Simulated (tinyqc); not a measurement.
Cabrera-Mott growth of a thin oxide under its own electric field: one step, computed by the program tinyqc. Command: `OMP_NUM_THREADS=1 python tinyqc.py 3003382 3003383 out.jsonl cabrera walk`. One thread of a shared host (Intel(R) Xeon(R) Processor @ 2.30GHz), about 0.02 s of CPU time with the checks.

Electrons cross the film freely and set a fixed potential V across it; the field V/x lowers the barrier for ions entering the oxide.

Question. Limiting thickness. Growth counts as stopped when u exp(X1/x) falls to 1e-5 angstrom/s: x_L = X1/ln(1e-5/u), defined while u is below that rate; the critical temperature is T_c = W/(k_B ln(u0/1e-5)).

Inputs (values chosen for the exercise, for a model metal): barrier W = 1.18 eV; prefactor u0 = N Omega nu = 6.8e+12 angstrom/s; temperature T = 250 K.

Backward hops: ignored.

u = 1.108552e-11 angstrom/s

X1 = 292.4339 angstrom

Constants: k_B = 8.617333262e-05 eV/K.

Give: limiting thickness x_L; critical temperature T_c.

Answer.

limiting thickness x_L = 21.326 angstrom

critical temperature T_c = 333.49 K
